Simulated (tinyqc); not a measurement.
From results back to parameters: plasmons of a degenerate electron gas in the random-phase approximation. Four cases, with inputs chosen for the exercise.

Problem. At small q the plasmon follows E = Ep + B q^2 with B = (3/10)(hbar vF)^2/Ep, hbar vF = 2 c kF/m; n and m are hidden.

Zero temperature, parabolic band: kF = (3 pi^2 n)^(1/3), EF = c kF^2/m, Ep^2 = 8 pi c e2 n/(m eb), qTF^2 = 6 pi e2 n/(eb EF), c = hbar^2/2m0, e2 = e^2/(4 pi eps0), n in 1/angstrom^3 (1e-24 per 1/cm^3).

Constants: hbar^2/2m0 = 3.80998211 eV angstrom^2; e^2/(4 pi eps0) = 14.39964547 eV angstrom.

Case 1.

Values chosen (out of a larger set: a free-electron density near that of Al; not measured data): eb = 1 (background dielectric constant).

Ep = 15.7541 eV
B = 3.37362 eV angstrom^2

Case 2.

Values chosen (out of a larger set: a free-electron density near that of Al; not measured data): eb = 1 (background dielectric constant).

Ep = 15.9714 eV
B = 3.38906 eV angstrom^2

Case 3.

Values chosen (out of a larger set: mass and background constant near those of GaN; polar phonons, which mix with the plasmon in the real crystal, and the rise of the mass with filling are left out; not measured data): eb = 5.39 (background dielectric constant).

Ep = 295.605 meV
B = 23.2519 eV angstrom^2

Case 4.

Values chosen (out of a larger set: mass and background constant near those of GaAs; polar phonons, which mix with the plasmon in the real crystal, and the rise of the mass with filling are left out; not measured data): eb = 11.1 (background dielectric constant).

Ep = 85.1436 meV
B = 116.532 eV angstrom^2

Find: hbar vF; kF; n; m.

Solution. hbar vF = sqrt(B Ep/0.3); Ep^2 = (4 e2/(3 pi eb)) kF^2 hbar vF gives kF, then n and m.

Case 1.

hbar vF = 13.31 eV angstrom
kF = 1.747 1/angstrom
n = 1.80e+23 1/cm^3
m = 1.000 m0

Case 2.

hbar vF = 13.43 eV angstrom
kF = 1.763 1/angstrom
n = 1.85e+23 1/cm^3
m = 1.000 m0

Case 3.

hbar vF = 4.787 eV angstrom
kF = 0.1269 1/angstrom
n = 6.90e+19 1/cm^3
m = 0.202 m0

Case 4.

hbar vF = 5.751 eV angstrom
kF = 0.04785 1/angstrom
n = 3.70e+18 1/cm^3
m = 0.063 m0

Computed by tinyqc, one run a case: `OMP_NUM_THREADS=1 python tinyqc.py N N+1 out.jsonl` with N = 1682327, 1682374, 1682514, 1682671; one thread of a shared Intel(R) Xeon(R) Processor @ 2.30GHz, about 0.01 s a run at most.
